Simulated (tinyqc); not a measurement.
What each parameter does: polytypes by hexagonality, and a cubic inclusion as a quantum well.

Gap: E3 + (E2 - E3) h. Valence top Ev2 h and polarisation P2 h, both counted from 3C; Ec = Ev + gap.

A cubic inclusion of width L = N d in the host (h = 1) is a well of depth V = Ec(host) - Ec(3C). Square well with mass mismatch: k tan(k L/2) = (m_w/m_b) q, k = sqrt(m_w E/c), q = sqrt(m_b (V - E)/c), c = hbar^2/2m0, lowest root. The depth of the level, V - E, is its binding, and the transition to the valence top of the host is gap(host) - (V - E). The step in polarisation gives a field |F| = |P|/(eps eps0) in a thin inclusion, eps0 = 8.8541878e-12 F/m.

Constants: hbar^2/2m0 = 3.80998211 eV angstrom^2.

Values chosen for the exercise (of the order of those of InAs; shifted at random, so the results belong to these values and not to a real crystal): E3 = 0.412 eV (gap of the cubic polytype); E2 = 0.457 eV (gap of 2H); Ev2 = 0.038 eV (valence top of 2H above that of 3C); P2 = 0.0017 C/m^2 (spontaneous polarisation of 2H); m = (0.027, 0.028) m0 (electron mass along c in the cubic layer and in the host); d = 3.5 angstrom (thickness of a double layer); eps = 14.6 (dielectric constant); N = 9 (double layers in the cubic inclusion).

Well depth, depth of the level, transition without the field and field.

One parameter was then changed.

Results before and after:

| case | V (eV) | depth (eV) | transition (eV) | \|F\| (MV/cm) |
|---|---|---|---|---|
| base | 0.0830 | 0.0105 | 0.4465 | 0.132 |
| changed | 0.1030 | 0.0155 | 0.4415 | 0.132 |

Which of these changes was made? (a) N = 10; (b) eps = 15.6; (c) P2 = 0.0022 C/m^2; (d) E2 = 0.487 eV; (e) Ev2 = 0.068 eV; (f) E3 = 0.392 eV; (g) m = (0.032, 0.028) m0.

Answer: (f) E3 = 0.392 eV. Of the candidates, run in turn, only this one gives the changed row.

All candidates:

| case | V (eV) | depth (eV) | transition (eV) | \|F\| (MV/cm) |
|---|---|---|---|---|
| base | 0.0830 | 0.0105 | 0.4465 | 0.132 |
| N = 10 | 0.0830 | 0.0125 | 0.4445 | 0.132 |
| Ev2 = 0.068 eV | 0.1130 | 0.0183 | 0.4387 | 0.132 |
| E3 = 0.392 eV | 0.1030 | 0.0155 | 0.4415 | 0.132 |
| E2 = 0.487 eV | 0.1130 | 0.0183 | 0.4687 | 0.132 |
| P2 = 0.0022 C/m^2 | 0.0830 | 0.0105 | 0.4465 | 0.170 |
| eps = 15.6 | 0.0830 | 0.0105 | 0.4465 | 0.123 |
| m = (0.032, 0.028) m0 | 0.0830 | 0.0106 | 0.4464 | 0.132 |

tinyqc: `OMP_NUM_THREADS=1 python tinyqc.py 1880149 1880150 out.jsonl`; about 0.08 s, one thread, shared Intel(R) Xeon(R) Processor @ 2.30GHz.
